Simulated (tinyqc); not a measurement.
# Inputs raised by 2 %, one at a time

Model: donor or exciton in a quantum well (variational effective-mass method). Computed by tinyqc, a small Python program. Command: `OMP_NUM_THREADS=1 python tinyqc.py 3021039 3021040 out.jsonl welldonor sens`. One thread of a shared host (Intel(R) Xeon(R) Processor @ 2.30GHz), about 0.1 s of CPU time with the checks.

H = -nabla^2 - 2/|r - r_i| + V(z) in effective units; trial function psi = f(z) exp(-|r - r_i|/lambda), f the ground state of the well. Mass and screening are the same in well and barrier; l = L/a* is the width in effective units. Bands are flat: no polarisation or applied field.

Inputs (values chosen for the exercise, for a model semiconductor):
```
quantity,value,unit
electron mass m,0.189,m_0
dielectric constant eps,9.85,-
well width L,5.8,nm
donor position z_i/L from the centre,0.4,-
```

Centre: donor. Barriers: infinite.

Constants: Ry = 13.605693123 eV; a_0 = 0.529177210903 angstrom.

Method:
- Ry* = Ry m/eps^2, a* = a_0 eps/m; l = L/a*.
- k = pi/l; f = cos(k z) inside and zero outside; subband energy k^2 Ry*.
- Binding E_b(lambda) = -1/lambda^2 + 4 A/(lambda B), with A = int f^2 exp(-2 s/lambda) dz, B = int f^2 exp(-2 s/lambda)(1 + 2 s/lambda) dz and s = |z - z_i|; 40 Gauss-Legendre points on each piece between the walls at z = -l/2 and l/2 and z_i.
- Golden-section search for the maximum over lambda from 0.3 to 4, 40 steps.

Runs:
```
input moved,from,to,binding energy (meV),radius lambda a* (nm),binding in Ry*,subband energy (meV)
base run,-,-,25.925,3.9839,0.97816,59.143
electron mass m (m_0),0.189,0.19278,26.178,3.9244,0.96833,57.984
dielectric constant eps,9.85,10.047,25.171,4.0439,0.98809,59.143
well width L (nm),5.8,5.916,25.665,4.0029,0.96833,56.847
donor position z_i/L from the centre,0.4,0.408,25.488,4.0495,0.96165,59.143
```

Exponents ln(y'/y) / ln(x'/x):
```
input,binding energy,radius lambda a*,binding in Ry*,subband energy
electron mass m,0.49,-0.759,-0.51,-1
dielectric constant eps,-1.49,0.755,0.51,0
well width L,-0.51,0.241,-0.51,-2
donor position z_i/L from the centre,-0.86,0.825,-0.86,0
```

Among the inputs moved here: binding energy answers most in size to dielectric constant eps (exponent -1.490), next to donor position z_i/L from the centre (-0.860). Radius lambda a* answers most in size to donor position z_i/L from the centre (exponent +0.825), next to electron mass m (-0.759). Binding in Ry* answers most in size to donor position z_i/L from the centre (exponent -0.860), next to electron mass m (-0.510). Subband energy answers most in size to well width L (exponent -2.000), next to electron mass m (-1.000); its exponent is below 0.0005 for dielectric constant eps, donor position z_i/L from the centre. Its exponent -1.000 in electron mass m: an infinite well, E as 1/m. Its exponent -2.000 in well width L: an infinite well, E as 1/L^2.

Extremes, crossings and ranges named in words are read from the listed rows.
